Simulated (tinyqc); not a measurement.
Inside a calculation: pi bands of a honeycomb layer in tight binding. Values are carried at full precision from step to step, so a last printed digit may differ when a step is redone from the rounded ones.

Lattice vectors a (1,0) and a (1/2, sqrt3/2); f = exp(i ky a/sqrt3) + 2 cos(kx a/2) exp(-i ky a/(2 sqrt3)), w = |f|. H = [[D - t2 F, -t f], [., -D - t2 F]] with F = w^2 - 3, S = [[1, s0 f], [., 1]]; the levels solve det(H - E S) = 0. K = (4 pi/3a, 0), M = (pi/a, pi/(sqrt3 a)); w = 3, 1, 0 at Gamma, M, K.

Constants: hbar = 6.58211957e-16 eV s; hbar^2/2m0 = 3.80998211 eV angstrom^2.

Values chosen for the exercise (of the size used for hexagonal BN; not measured data): a = 2.5 angstrom (lattice constant); t = 2.63 eV (nearest hopping); t2 = 0 eV (second-neighbour hopping); s0 = 0 (overlap of neighbours); D = 2.79 eV (+D on A, -D on B); k = (0.2, 0.18) 1/angstrom (wave vector).

## H and S at one k

Form f, w, F and the two matrices.

f = 2.88794+0.00587i
w = 2.88794
F = 5.34021

H (eV):
```
                 A                B
A           2.7900  -7.5953-0.0154i
B  -7.5953+0.0154i          -2.7900
```

S:
```
         A        B
A  1.00000        0
B        0  1.00000
```

## The secular equation

det(H - E S) = 0 reads (e - E)^2 - D^2 - (t + s0 E)^2 w^2 = 0 with e = -t2 (w^2 - 3), that is c2 E^2 + 2 c1 E + c0 = 0 with c2 = 1 - s0^2 w^2, c1 = -(e + t s0 w^2), c0 = e^2 - D^2 - t^2 w^2.

c2, c1, c0: 1.0000  0.0000  -65.4725

levels (eV): -8.0915  8.0915

## Levels at Gamma, M and K

Solve the quadratic (e - E)^2 - D^2 - (t + s0 E)^2 w^2 = 0 with e = -t2 (w^2 - 3), for w = 3, 1, 0.

Levels (eV):

| point | w | lower | upper | difference |
|---|---|---|---|---|
| Gamma | 3 | -8.3688 | 8.3688 | 16.7375 |
| M | 1 | -3.8342 | 3.8342 | 7.6684 |
| K | 0 | -2.7900 | 2.7900 | 5.5800 |

Measured from the middle of the levels at K (0.000 eV), the upper band reaches 8.369 eV and the lower -8.369 eV at Gamma: mirror images, as neither overlap nor t2 is present. The saddle points at M give the absorption peak at 7.668 eV in this one-electron picture.

## Near K

w = (sqrt3/2) a q to first order in the distance q from K. Effective hopping t* = t + 3 t2 s0, hbar v = (sqrt3/2) a t*, v in m/s = hbar v x 1e-10/hbar; band-edge masses follow from E^2 = D^2 + (hbar v q)^2 when t2 = s0 = 0: m/m0 = 2 c D/(hbar v)^2, c = hbar^2/2m0.

hbar v = 5.6941 eV angstrom
v = 8.651e+05 m/s
mass = 0.6557 m0

## Checks

- Roots of the quadratic against the generalised eigenproblem: they agree to 1e-10 or better.

Program tinyqc; command `OMP_NUM_THREADS=1 python tinyqc.py 1451647 1451648 out.jsonl`; about 0.01 s on one thread of a shared Intel(R) Xeon(R) Processor @ 2.30GHz.
